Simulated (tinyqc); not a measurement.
Worked calculation: bond unit of a tetrahedral oxide and its oxygen vacancy in tight binding. Values are carried at full precision from step to step, so a last printed digit may differ when a step is redone from the rounded ones.

Two sp3 hybrids h1, h2 at eh = (es + 3 ep)/4 point at one oxygen with orbitals s, px, py, pz; x joins the two cations, z bisects the angle phi, and th = (180 - phi)/2. With u = hbar^2/(m d^2) = 2c/d^2, c = hbar^2/2m0: Vhs = -(1.32 + sqrt3 x 1.42) u/2 and Vhp = (1.42 + sqrt3 x 2.22) u/2. <h|s> = Vhs for both; <h1|px> = Vhp cos(th), <h2|px> = -Vhp cos(th); <h|pz> = Vhp sin(th) for both; py is a lone pair. The unit holds 8 electrons. Coupling between units, which widens the levels into bands, is left out.

Constants: hbar^2/2m0 = 3.80998211 eV angstrom^2.

Parameters, chosen for this exercise (near tabulated values for SiO2; the results hold for these values, not for the real material): es = -14.83 eV (s level of the cation); ep = -7.47 eV (p level of the cation); eos = -34.48 eV (s level of oxygen); eop = -16.62 eV (p level of oxygen); d = 1.61 angstrom (cation-oxygen distance); phi = 170 degrees (bond angle at oxygen); R = 3.02 angstrom (cation-cation distance across the vacancy).

## Level and couplings

Form eh, u, Vhs, Vhp and th.

eh (hybrid level) = -9.3100 eV
u = 2.9397 eV

Vhs, Vhp (eV): -5.5553  7.7390

th = 5.0 degrees

## The matrix

Fill it in.

H (eV), lower triangle:
```
         h1       h2         s        px        py        pz
h1  -9.3100
h2        0  -9.3100
s   -5.5553  -5.5553  -34.4800
px   7.7095  -7.7095         0  -16.6200
py        0        0         0         0  -16.6200
pz   0.6745   0.6745         0         0         0  -16.6200
```

## Levels, weights and charge

Diagonalise; the four lowest levels are filled. The excess of electrons on oxygen is twice the oxygen weight of the filled levels less 6.

levels (eV): -36.7344  -24.4642  -16.7037  -16.6200  -6.9719  -1.4658

weights:
```
    level 1  level 2  level 3  level 4  level 5  level 6
h1    0.038    0.171    0.004    0.000    0.458    0.329
h2    0.038    0.171    0.004    0.000    0.458    0.329
s     0.924    0.000    0.001    0.000    0.075    0.000
px    0.000    0.659    0.000    0.000    0.000    0.341
py    0.000    0.000    0.000    1.000    0.000    0.000
pz    0.000    0.000    0.991    0.000    0.009    0.000
```

highest filled to lowest empty = 9.6481 eV
excess electrons on oxygen = 1.150

The highest filled level is the py orbital of oxygen (100 %) and the lowest empty one is 92 % cation hybrid, even under exchange of the two cations. The spacing is that of an isolated unit and exceeds the gap of the solid.

## The odd block in closed form

The combination (h1 - h2)/sqrt2 couples to px alone, with W2 = sqrt2 Vhp cos(th); W3 = (eh - eop)/2; levels (eh + eop)/2 -/+ sqrt(W2^2 + W3^2); polarity W3/sqrt(W2^2 + W3^2).

W2, W3 (eV): 10.9029  3.6550

levels of the odd block (eV): -24.4642  -1.4658

polarity = 0.3178

## The neutral oxygen vacancy

Without the oxygen the two hybrids face each other at distance R and couple by -V2, V2 = 3.22 x 2c/R^2, c = hbar^2/2m0: a bond at eh - V2 with two electrons and an antibond at eh + V2. Levels are measured from eop, the lone-pair level that stands for the top of the valence band.

Form V2 and the two levels above eop. R is a chosen distance; in real silica the neutral vacancy relaxes to about 2.5 angstrom.

V2 = 2.6903 eV

levels above eop (eV): bond 4.6197, lone hybrid 7.3100, antibond 10.0003

bond-antibond splitting = 5.3805 eV

The filled bond lies 4.62 eV above the lone pairs, so it can trap a hole; the antibond lies above the lowest empty level of the intact unit (9.65 eV). A lone hybrid, as in a dangling bond, sits at 7.31 eV.

## Checks

- Levels of the odd block against the full matrix: they agree to 1e-10 or better.

Computed by tinyqc, a small Python program: `OMP_NUM_THREADS=1 python tinyqc.py 1481594 1481595 out.jsonl` (the numbers bound the seed that draws the inputs); one thread of a shared host (Intel(R) Xeon(R) Processor @ 2.30GHz), about 0.01 s for the whole set of steps.
